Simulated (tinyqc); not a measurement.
## Schottky emission and Poole-Frenkel conduction in an insulator, and how to tell them apart: activation energy against field

Schottky emission (electrode-limited): J = As T^2 exp[-(pb - b sqrt(F))/Vt], b = sqrt(q/(4 pi eps0 ei)). Poole-Frenkel emission (bulk-limited): J = s0 F exp[-(pt - 2 b sqrt(F))/Vt]. F in V/cm.

The activation energy is -d ln J/d(q/kB T) at fixed F.

Parameters, values chosen for the exercise; dielectric values close to those of aluminium oxide: temperature T = 300 K; high-frequency relative permittivity ei = 3.31; trap depth pt = 0.77 eV; Poole-Frenkel prefactor s0 = 0.32 S/cm; electrode barrier pb = 1.46 eV; Richardson constant As = 20 A/(cm^2 K^2).

Constants: q = 1.602176634e-19 C, kB = 1.380649e-23 J/K, Vt = kB T/q, eps0 = 8.8541878128e-14 F/cm where lengths are in cm. Results are converted to the units shown.

Activation energy against field:
```
F (MV/cm)  sqrt(F) ((V/cm)^0.5)  J, Schottky (A/cm^2)  its Ea (eV)  J, Poole-Frenkel (A/cm^2)  its Ea (eV)
0.2                       447.2             1.974e-17        1.418                   1.011e-5       0.5834
0.45                      670.8             1.199e-16        1.372                   8.393e-4       0.4902
0.69                      830.7             4.354e-16        1.338                    0.01697       0.4235
0.94                      969.5             1.335e-15        1.309                     0.2174       0.3656
1.18                       1086             3.424e-15        1.285                      1.795       0.3169
1.43                       1196             8.287e-15        1.262                      12.74       0.2712
1.67                       1292             1.805e-14        1.242                      70.55       0.2309
1.92                       1386             3.833e-14        1.223                      365.9       0.1920
```

Both activation energies fall linearly in sqrt(F), the Poole-Frenkel one twice as fast (0.583 to 0.192 eV against 1.42 to 1.22 eV). They extrapolate to pt = 0.77 eV and to pb + 2 kB T = 1.51 eV, the 2 kB T coming from the T^2. The Schottky current is the smaller one in every row. For F = 1.67, 1.92 a Fowler-Nordheim estimate for tunnelling through pb with a mass of 0.4 m0 exceeds the Schottky current, so tunnelling, left out here, would compete.

Computed by the program tinyqc: `OMP_NUM_THREADS=1 python tinyqc.py 2370123 2370124 out.jsonl`, one thread of a shared Intel Xeon 2.30GHz, about 0.01 s for the whole run.
